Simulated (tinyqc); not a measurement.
## Poole-Frenkel parameters from three currents

Inverse problem. Poole-Frenkel conduction in an insulator follows J = s0 F exp[-(pt - sqrt(q F/(pi eps0 ei)))/Vt], Vt = kB T/q, F in V/cm. Find ei, pt and s0.

Constants: q = 1.602176634e-19 C, kB = 1.380649e-23 J/K, eps0 = 8.8541878128e-14 F/cm where lengths are in cm. Results are converted to the units shown.

J at (1.12 MV/cm, 300 K), (4.49 MV/cm, 300 K) and (4.49 MV/cm, 350 K) (A/cm^2): 4.4147862e-6  492.15433  2508.6498

Answer. The two fields give the lowering coefficient and so ei; the two temperatures give the lowered barrier, to which the lowering is added back.

ei = 3.30
pt = 1.18 eV
s0 = 9.80 S/cm

Numbers from tinyqc (`OMP_NUM_THREADS=1 python tinyqc.py 2370168 2370169 out.jsonl`; about 0.01 s on one thread of a shared Intel Xeon 2.30GHz).
